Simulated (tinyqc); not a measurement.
Equal gaps, different models: fitting sp3s* parameters to three gaps by Newton steps.

sp3s* tight binding, nearest neighbours only: anion (a) at 0, cation (c) at a/4 (1,1,1), orbitals s, px, py, pz, s* on each; k in units of 2 pi/a. With phases e_j = exp(i (pi/2) k.n_j) for n = (1,1,1), (1,-1,-1), (-1,1,-1), (-1,-1,1): g0 = (e1+e2+e3+e4)/4, g1 = (e1+e2-e3-e4)/4, g2 = (e1-e2+e3-e4)/4, g3 = (e1-e2-e3+e4)/4. The diagonal holds the levels Esa, Epa, Exa (s*) and Esc, Epc, Exc. Anion-cation block: <sa|sc> = Vss g0; <sa|xc> = Vsapc g1; <xa|sc> = -Vscpa g1; <xa|xc> = Vxx g0; <xa|yc> = <ya|xc> = Vxy g3, <xa|zc> = <za|xc> = Vxy g2, <ya|zc> = <za|yc> = Vxy g1; <s*a|xc> = Vxapc g1; <xa|s*c> = -Vpaxc g1; y and z take g2 and g3 in place of g1; s-s* and s*-s* vanish.

Gaps are level 5 at Gamma, X = (1,0,0) and L = (1/2,1/2,1/2) less level 4 at Gamma; no spin-orbit coupling. Free parameters: Esc, Vxapc and Vpaxc. H is linear in them, so by Hellmann-Feynman J_ij = <u|dH/dp_j|u> for level 5 at point i less the same for level 4 at Gamma. Newton: p(new) = p + J^-1 (target - gaps); stop when all misses are below 1e-7 eV.

Constants: hbar^2/2m0 = 3.80998211 eV angstrom^2.

Parameters, chosen for this exercise (out of a larger set: near a published set for InAs, fitted to gaps, whose masses and valley positions are rough; not measured data):
```
symbol  value                                                                                        unit      meaning
p       (-9.545, 0.905, -2.731, 3.703, 7.431, 6.746, -5.58, 1.818, 4.494, 3.017, 5.5, 3.357, 3.891)  eV        start, order Esa, Epa, Esc, Epc, Exa, Exc, Vss, Vxx, Vxy, Vsapc, Vscpa, Vxapc, Vpaxc
tg      (0.2036, 2.4837, 1.336)                                                                      eV        target gaps at Gamma, X, L
a       6.056                                                                                        angstrom  lattice constant
```

The same three targets are met with other triples of free parameters (those for which Newton converges within 3 eV of the start). Not fitted: level 5 at K = (3/4,3/4,0) above Ev, the spacing of levels 6 and 5 at X, the depth of level 2 at X below Ev, the valence width at Gamma, and the mass c q^2/(E(q) - E(0)) of level 5 along [100], q = 0.002 (2 pi/a), c = hbar^2/2m0.

Unfitted results:
```
free parameters    largest change (eV)  K (eV)  X spacing (eV)  level 2 at X (eV)  valence width (eV)  mass (m0)
start                            0.000   2.139           0.428              7.115              12.686     0.0275
Vss, Vxapc, Vpaxc                0.275   2.208           0.039              7.175              12.500     0.0141
Esc, Vxapc, Vpaxc                0.246   2.253           0.179              7.248              12.746     0.0142
Esa, Vxapc, Vscpa                0.815   2.250           0.170              7.050              13.315     0.0143
Vss, Exa, Exc                    0.922   2.205           0.030              7.135              12.500     0.0141
```

All fitted rows have the same three gaps, yet they spread by 48 meV at K, 149 meV in the X spacing, 199 meV in level 2 at X, 815 meV in the valence width and 1.5 % in the mass. The smallest change of parameters, 0.246 eV, is that of Esc, Vxapc, Vpaxc. A fit fixes what it was given and leaves the rest to the choice of free parameters.

(tinyqc, `OMP_NUM_THREADS=1 python tinyqc.py 1482310 1482311 out.jsonl`, Intel(R) Xeon(R) Processor @ 2.30GHz, 1 thread, shared host, about 0.3 s.)
